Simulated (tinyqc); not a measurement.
From time to m_z = 0 back to drive I/I_c0: single-domain magnet: Stoner-Wohlfarth switching, Neel-Arrhenius retention, LLG dynamics and spin torque. Computed by tinyqc, a small Python program. Command: `OMP_NUM_THREADS=1 python tinyqc.py 3010948 3010949 out.jsonl macro inv`. One thread of a shared host (Intel(R) Xeon(R) Processor @ 2.30GHz), about 0.04 s of CPU time with the checks.

The moment is uniform, with unit vector m; z is the easy axis. mu_0 = 1.25663706212e-6 T m/A, gamma = 1.76085963023e11 rad/(s T).

Inputs (values chosen for the exercise, for a model magnet): saturation magnetisation M_s = 756 kA/m; diameter d = 12 nm; aspect ratio p = 3.1; bulk anisotropy K_u = 40 kJ/m^3; exchange stiffness A = 26 pJ/m; temperature T = 300 K; attempt frequency f0 = 2 GHz; waiting time t_w = 1 s; damping alpha = 0.0063; spin-torque efficiency eta = 0.76.

Shape: prolate spheroid, easy axis along it.

Constants: k_B = 1.380649e-23 J/K; e = 1.602176634e-19 C; hbar = 1.054571817e-34 J s.

Method:
- N_z = [p ln(p + sqrt(p^2 - 1))/sqrt(p^2 - 1) - 1]/(p^2 - 1); V = pi d^3 p/6; K_eff = K_u + K_shape, K_shape = -(mu_0 M_s^2/4)(3 N_z - 1); mu_0 H_K = 2 K_eff/M_s.
- Delta = K_eff V/(k_B T); tau = exp(Delta)/f0; probability of a flip within t_w: P = 1 - exp(-t_w/tau). Wall width parameter sqrt(A/K_eff); a two-domain state costs 4 sqrt(A K_eff) times the cross-section that the wall cuts (pi d^2/4).
- For axial symmetry and a polariser along z: I_c0 = (4 e alpha/(hbar eta)) K_eff V; relaxation time tau_D = (1 + alpha^2)/(alpha gamma mu_0 H_K); thermal start angle theta_0 = 1/sqrt(2 Delta); switching time about tau_D ln(pi/(2 theta_0))/(I/I_c0 - 1); precession frequency gamma mu_0 H_K/(2 pi (1 + alpha^2)).
- The polar equation dm_z/dt = -(1 - m_z^2)(i - m_z)/tau_D, i = I/I_c0, integrates to t = tau_D [F(cos theta_0) - F(0)], F(z) = -ln(1 - z)/(2 (i - 1)) + ln(1 + z)/(2 (i + 1)) + ln(i - z)/(i^2 - 1), theta_0 = 1/sqrt(2 Delta).

Question. A run gave the result below. Find the drive I/I_c0, known to lie between 3.5 and 6.9.

time to m_z = 0 = 1.8847 ns

Answer.

Each step takes the trial c = (a f_b - b f_a)/(f_b - f_a), f being the result less the target and a, b, c the logarithms of the listed values; c replaces end b, the old b replaces a if the sign of f changed, and otherwise f_a is halved.

Scan of the range:
```
drive I/I_c0  time to m_z = 0 (ns)
3.50                       2.64065
3.92                       2.28083
4.39                       1.97946
4.91                       1.72725
5.50                       1.50926
6.16                       1.32266
6.90                       1.16170
```

False position (Illinois rule, in the logarithm of the input) inside the bracket:
```
step    end a    end b    trial  time to m_z = 0 (ns)
1     4.39000  4.91000  4.57859               1.87988
2     4.39000  4.57859  4.56084               1.88882
3     4.57859  4.56084  4.56901               1.88469
4     4.56084  4.56901  4.56900               1.88470
5     4.56084  4.56900  4.56900               1.88470
6     4.56900  4.56900  4.56900               1.88470
```

time to m_z = 0 falls at every point of a 13-point scan of the range (every second point is shown), so one value fits; it is bracketed by 4.39 and 4.91. Answer: drive I/I_c0 = 4.569.
